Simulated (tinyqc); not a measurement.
# On-chip interconnect, size-dependent resistivity and RC delay: effects of single changes

A rectangular line between two neighbours and two ground planes. Surface and grain-boundary scattering are added to the bulk resistivity as corrections; capacitances are parallel-plate values without fringing; inductance is ignored.

Parameters, values chosen for the exercise; metal values close to those of tungsten: bulk resistivity rho0 = 5.22 uohm cm; bulk mean free path lam = 16 nm; specular share of surface scattering ps = 0; reflection coefficient of grain boundaries Rg = 0.27; grain size over the metal width gr = 1; drawn line width wd = 46 nm; aspect ratio, height over width AR = 1.3; liner on both walls and the bottom, not conducting tl = 0.7 nm; space to the neighbouring lines sp = 69 nm; dielectric height to the planes above and below hd = 100 nm; relative permittivity of the dielectric ek = 3; Miller factor of the neighbours Mf = 1; driver resistance Rd = 3100 ohm; load capacitance Cl = 0.46 fF; bulk resistivity of the second metal (close to molybdenum) rho2 = 5.14 uohm cm; mean free path of the second metal lam2 = 11.4 nm; liner of the second metal tl2 = 0.2 nm.

Constants: eps0 = 8.8541878128e-12 F/m. Results are converted to the units shown.

Each table varies one quantity; the others keep the values above.

## Delay against the line length

Metal width x = wd - 2 tl, height y = AR wd - tl; grain boundaries (Mayadas-Shatzkes): al = (lam/(gr x)) Rg/(1 - Rg), g = 1/[1 - 3 al/2 + 3 al^2 - 3 al^3 ln(1 + 1/al)] - 1; surfaces (Fuchs-Sondheimer, thick limit): s = (3/8) lam (1 - ps)(1/x + 1/y); rho = rho0 (1 + g + s); r = rho/(x y); c = eps0 ek (2 wd/hd + 2 Mf AR wd/sp). Elmore delay tE = Rd (c Lw + Cl) + r Lw (c Lw/2 + Cl); t50 is the time at which the far end of a ladder of 30 pi sections (half capacitances at both ends, Cl at the far end, a step applied through Rd) reaches half the step; line share r Lw/(Rd + r Lw); estimate 0.69 Rd (c Lw + Cl) + 0.38 r c Lw^2 + 0.69 r Lw Cl.

The same in every row: rho (uohm cm) = 7.456; r (ohm/um) = 28.29; c (fF/um) = 0.07048.

Results:
```
Lw (um)  tE (ps)  t50 (ps)  estimate (ps)  line share of the resistance (%)
1          1.658     1.150          1.144                            0.9042
3          2.129     1.478          1.470                             2.664
7          3.095     2.155          2.139                             6.004
20         6.455     4.534          4.482                             15.43
50         15.49     11.05          10.86                             31.33
100        34.54     25.04          24.53                             47.71
400        253.5     189.8          186.1                             78.49
3000        9667      7320           7298                             96.48
```

Estimate the missing row, Lw = 1000 um.

Computed row:
```
Lw (um)  tE (ps)  t50 (ps)  estimate (ps)  line share of the resistance (%)
1000        1230     928.8          918.3                             90.12
```

With this row back in the table: As Lw goes from 1 to 3000, r stays at 28.3 ohm/um, c stays at 0.0705 fF/um and t50 rises from 1.15 to 7320 ps. t50/tE lies between 0.693 and 0.757, and the estimate is within 2.0 % of t50. The delay goes as Lw^(0.23) for the shortest lines and Lw^(1.88) for the longest; the line resistance equals Rd at 110 um.

## Two metals against line width

Metal width x = wd - 2 tl, height y = AR wd - tl; grain boundaries (Mayadas-Shatzkes): al = (lam/(gr x)) Rg/(1 - Rg), g = 1/[1 - 3 al/2 + 3 al^2 - 3 al^3 ln(1 + 1/al)] - 1; surfaces (Fuchs-Sondheimer, thick limit): s = (3/8) lam (1 - ps)(1/x + 1/y); rho = rho0 (1 + g + s); r = rho/(x y). The second metal has rho2, lam2 and tl2 in place of rho0, lam and tl; ps, Rg, gr and AR are shared.

Two metals against line width:
```
wd (nm)  rho, first (uohm cm)  rho, second (uohm cm)  r, first (ohm/um)  r, second (ohm/um)  ratio second/first
5                      31.027                 19.909              14860              6869.8             0.46232
6.5                    23.721                 16.343             6001.6              3247.5             0.54111
8                      19.659                 14.171             3070.7              1828.0             0.59530
10                     16.401                 12.320             1550.5              1002.6             0.64664
13                     13.583                 10.636             722.80              505.44             0.69928
17                     11.486                 9.3293             344.06              256.62             0.74586
22                     9.9951                 8.3717             173.91              136.47             0.78474
30                     8.6815                 7.5078             79.256              65.372             0.82482
45                     7.5062                 6.7185             29.786              25.839             0.86749
70                     6.6815                 6.1554             10.786              9.7401             0.90303
120                    6.0697                 5.7330             3.2954              3.0767             0.93363
```

What does the table show?

The resistivity of the first metal falls from 31.0 to 6.07 uohm cm and that of the second goes from 19.9 to 5.73 uohm cm as the line widens. The products rho0 lam, which set the size effect, are 83.5 and 58.6 uohm cm nm. The second metal has the lower resistance in every row. For widths well under the mean free path the thick-limit surface term is only a guide.

Program tinyqc, `OMP_NUM_THREADS=1 python tinyqc.py 2100163 2100164 out.jsonl`; Intel Xeon 2.30GHz, shared host, one thread, about 0.01 s.
